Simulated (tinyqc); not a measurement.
A run and its error bars: classical Heisenberg spin chain: exact results, Metropolis, heat-bath and over-relaxation steps, and a Monte Carlo run. Computed by tinyqc, a small Python program. Command: `OMP_NUM_THREADS=1 python tinyqc.py 3130089 3130090 out.jsonl heismc walk`. One thread of a shared host (Intel(R) Xeon(R) Processor @ 2.30GHz), about 0.2 s of CPU time with the checks.

E = -J sum_i s_i . s_(i+1) for unit vectors s_i on an open chain; K = J/(k_B T).

Inputs (values chosen for the exercise, for a model chain of large moments):

| quantity | value | unit |
|---|---|---|
| coupling J | 12 | meV |
| temperature T | 36.9 | K |
| moment mu | 5 | mu_B |
| length N of the open chain | 24 | - |
| seed | 636320 | - |

Update: Metropolis.

Constants: k_B = 8.617333262e-05 eV/K; mu_B = 5.7883818060e-05 eV/T.

Method:
- Each bond angle is independent, so u = <s_i . s_(i+1)> = coth K - 1/K, <s_i . s_(i+n)> = u^n, correlation length xi = -1/ln|u|, energy per bond -J u, heat capacity per bond c/k_B = 1 - K^2/sinh^2 K, and for the long chain chi = mu^2 (1 + u)/(3 k_B T (1 - u)) per spin.
- For N spins, <|sum s|^2>/N = (1 + u)/(1 - u) - 2 u (1 - u^N)/(N (1 - u)^2); the long chain has (1 + u)/(1 - u), chi over the Curie value, and the difference is relative to it.
- From the ordered state (alternating for J < 0), with trial spins uniform on the sphere, 200 sweeps are discarded and 1600 recorded (even and odd sites in turn; random numbers not printed, so these rows are one sample). Errors are the scatter of block means over sqrt(number of blocks).

K = 3.77383

u = 0.736072

<|sum s|^2>/N = 5.69781

Blocking:

| block length | mean bond product | error | <\|sum s\|^2>/N | error |
|---|---|---|---|---|
| 1 | 0.73781 | 0.0012863 | 5.9129 | 0.09464 |
| 4 | 0.73781 | 0.0022898 | 5.9129 | 0.18576 |
| 16 | 0.73781 | 0.0035656 | 5.9129 | 0.35687 |
| 40 | 0.73781 | 0.0045350 | 5.9129 | 0.52323 |
| 80 | 0.73781 | 0.0049202 | 5.9129 | 0.68431 |

What follows from these numbers?

With blocks of 40 the bond product is 0.4 error bars from the exact u = 0.7361, and <|sum s|^2>/N is 0.4 from the exact 5.698. Blocking to 40 changes the two errors by factors 3.5 and 5.5, because successive sweeps are correlated. An error still rises at blocks of 80, so the bars may be too small. 17 % of the trial spins are accepted.
